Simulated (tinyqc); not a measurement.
ESD clamp with bipolar snapback, compact model and design window: one step of the calculation.

The drain junction multiplies the current that enters it: Igen = (M - 1)(Ic + I0), M = 1/(1 - (Vj/BV)^n). The generated holes leave through the substrate resistance and the base of the parasitic npn: Igen = Vb/Rb + Ic/be, Ic = Is exp(Vb/Vt). Terminal current I = Ic + I0 + Igen and voltage V = Vj + I Ro, per width. Isothermal, constant gain.

Problem. Base voltage at the failure current. I(Vb) = Ic (1 + 1/be) + I0 + Vb/Rb, I' = Ic (1 + 1/be)/Vt + 1/Rb; Newton steps on ln I: Vb(new) = Vb - ln(I/It2) I/I'. V follows from the introduction.

Inputs (values chosen for the exercise); values close to those of grounded-gate n-channel clamps: temperature T = 300 K; junction breakdown voltage BV = 6.2 V; exponent of the multiplication n = 4.9; current gain of the parasitic npn be = 8.2; saturation current Is = 8.3e-18 A/um; junction leakage I0 = 4.4e-11 A/um; substrate resistance Rb = 7300 ohm um; drain ballast and contact resistance Ro = 580 ohm um; failure current for 100 ns It2 = 11.7 mA/um.

Constants: q = 1.602176634e-19 C, kB = 1.380649e-23 J/K, Vt = kB T/q. Results are converted to the units shown.

Vb after iteration 1 = 1.0073955 V

Give: I; V; I'; Vb after iteration 2.

Solution.

I = 780.96 mA/um
V = 456.90 V
I' = 30204 mS/um
Vb after iteration 2 = 0.89877 V

Numbers from tinyqc (`OMP_NUM_THREADS=1 python tinyqc.py 2670151 2670152 out.jsonl`; about 0.02 s on one thread of a shared Intel Xeon 2.30GHz).
